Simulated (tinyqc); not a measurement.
# Resistance of a source-drain extension with a graded tip: two studies

y runs along the channel, the gate covers y > 0. The doping is N0 for y < y0 and N0 10^(-(y - y0)/la) beyond, uniform over the depth xj. Sheet conductance s(y) = q mu(N) max(N - Nch, 0) xj + (for y > 0) ma Cox Vo, with mu(N) = u0 + (u1 - u0)/(1 + (N/Nr)^au) and Cox = eps0 eox/tox. Current is taken as one-dimensional; depletion of the tip, spreading and the contact are left out. The metallurgical junction lies at yj, where N = Nch.

Inputs (values chosen for the exercise); mobility law close to that of electrons in silicon: relative permittivity of the gate insulator (close to zirconium oxide) eox = 25; insulator thickness tox = 3.6 nm; active doping of the extension far from the gate N0 = 8.5e19 cm^-3; lateral abruptness la = 5.6 nm/decade; depth of the extension xj = 20 nm; channel doping Nch = 6e17 cm^-3; spacer length Ls = 20 nm; gate overdrive Vo = 0.58 V; mobility of the gate-induced layer ma = 180 cm^2/(V s); mobility at low doping u1 = 1414 cm^2/(V s); mobility at high doping u0 = 68.5 cm^2/(V s); reference doping Nr = 9.2e16 cm^-3; exponent au = 0.711; gate length Lg = 45 nm.

Constants: q = 1.602176634e-19 C, eps0 = 8.8541878128e-14 F/cm where lengths are in cm. Results are converted to the units shown.

Each table varies one quantity; the others keep the values above.

## Abruptness at a fixed junction position

R_spacer = integral of dy/s from -Ls to 0, R_ov from 0 to yj, R_channel = (Lg - 2 yj)/(ma Cox Vo), R_total = 2 R_spacer + 2 R_ov + R_channel. Electrical length L_eff = ma Cox dR_total/d(1/Vo); R_series = R_total - L_eff/(ma Cox Vo). y0 is moved with la so that yj stays at 16.147 nm.

The same in every row: yj (nm) = 16.15; R_channel (ohm um) = 19.79.

Abruptness at a fixed junction position:
```
la (nm/decade)  R_spacer (ohm um)  R_ov (ohm um)  R_total (ohm um)  L_eff (nm)  R_series (ohm um)
1                           9.373          7.281             53.10       16.35              27.63
2.3                         9.373          9.184             56.91       18.84              27.56
3.6                         9.373          11.09             60.71       21.33              27.49
4.9                         9.373          12.99             64.52       23.82              27.41
6.1                         9.373          14.75             68.03       26.12              27.34
7.4                         9.373          16.65             71.84       28.61              27.27
8.7                         9.831          18.31             76.07       30.93              27.89
10                          11.44          19.49             81.65       32.82              30.52
```

As la goes from 1 to 10 nm/decade, R_total rises from 53.1 to 81.7 ohm um, R_spacer rises from 9.37 to 11.4 ohm um and R_ov rises from 7.28 to 19.5 ohm um. R_total changes on average by 3.17 ohm um for each nm/decade. L_eff exceeds the metallurgical length by 3.64 nm in the first row and 20.1 nm in the last, since the gate also controls the lightly doped tips.

## Effect of the position under the gate where the fall begins

Same model as above.

Result of one run:
```
y0 (nm)  yj (nm)  R_spacer (ohm um)  R_ov (ohm um)  R_channel (ohm um)  R_total (ohm um)  L_eff (nm)  R_series (ohm um)
8          20.05              9.373          15.42               7.642             57.23       17.78              29.53
```

What becomes of these results when the position under the gate where the fall begins (gate edge at 0) y0 is changed from 8 to 0 nm, all else the same?

Result of the changed run:
```
y0 (nm)  yj (nm)  R_spacer (ohm um)  R_ov (ohm um)  R_channel (ohm um)  R_total (ohm um)  L_eff (nm)  R_series (ohm um)
0          12.05              9.373          12.54               32.57             76.39       32.92              25.10
```

The whole series:
```
y0 (nm)  yj (nm)  R_spacer (ohm um)  R_ov (ohm um)  R_channel (ohm um)  R_total (ohm um)  L_eff (nm)  R_series (ohm um)
-6         6.047              16.27          8.147               51.26             100.1       42.03              34.61
-4         8.047              11.71          10.12               45.03             88.68       39.65              26.92
-2         10.05              9.823          11.59               38.80             81.62       36.54              24.69
0          12.05              9.373          12.54               32.57             76.39       32.92              25.10
2          14.05              9.373          13.26               26.34             71.60       29.14              26.21
4          16.05              9.373          13.98               20.10             66.81       25.35              27.32
6          18.05              9.373          14.70               13.87             62.02       21.56              28.42
8          20.05              9.373          15.42               7.642             57.23       17.78              29.53
```

As y0 goes from -6 to 8, R_total falls from 100 to 57.2 ohm um, L_eff falls from 42.0 to 17.8 nm and R_series goes from 34.6 through a minimum of 24.7 (at y0 = -2 among the rows listed) to 29.5 ohm um. More overlap also shortens the channel and adds capacitance, effects on threshold and speed that are left out.

tinyqc, about 0.03 s, one thread, Intel Xeon 2.30GHz (shared host): `OMP_NUM_THREADS=1 python tinyqc.py 2282107 2282108 out.jsonl`
